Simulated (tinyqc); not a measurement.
Sweep of alpha: linear model of a band gap against the share of exact exchange.

E(alpha) = E0 + S alpha. A wider gap screens less, modelled in the Penn form eps(alpha) = 1 + (e0 - 1)(EP/(EP + S alpha))^2 with a scale EP chosen for the exercise. A dielectric-dependent hybrid takes alpha = 1/eps.

Parameters, chosen for this exercise (of the order of those of Al2O3; shifted at random, so the results belong to these values and not to a real crystal):
```
symbol  value  unit  meaning
E0      5.76   eV    gap of the semi-local functional
S       8.95   eV    slope dE/d(alpha)
e0      3.35         optical dielectric constant at alpha = 0
EP      25     eV    energy scale of the screening
Et      8.73   eV    target gap
```

Also the exciton scale relative to alpha = 0, (m/m(0))(eps(0)/eps)^2, with a mass proportional to E + D, D = E0/2 + 0.3 eV, a k.p rule for direct gaps only.

Results:
```
alpha  E (eV)    eps  alpha eps  exciton scale
0.00    5.760  3.350      0.000           1.00
0.05    6.207  3.268      0.163           1.10
0.10    6.655  3.190      0.319           1.21
0.15    7.103  3.117      0.467           1.33
0.20    7.550  3.046      0.609           1.45
0.25    7.997  2.980      0.745           1.58
0.35    8.893  2.856      1.000           1.86
0.50   10.235  2.691      1.345           2.33
```

What can be read from this table?

alpha eps reaches 1 between alpha = 0.35 and 0.5 (fixed point 0.350), and the target gap is met between 0.25 and 0.35. At the fixed point the gap is 8.89 eV, +0.16 eV from the target. From 0 to 0.25 the gap grows by 2.24 eV while eps falls by 11 %; the exciton scale, which takes both, grows by a factor of 1.58.

(tinyqc, `OMP_NUM_THREADS=1 python tinyqc.py 1880054 1880055 out.jsonl`, Intel(R) Xeon(R) Processor @ 2.30GHz, 1 thread, shared host, about 0.01 s.)
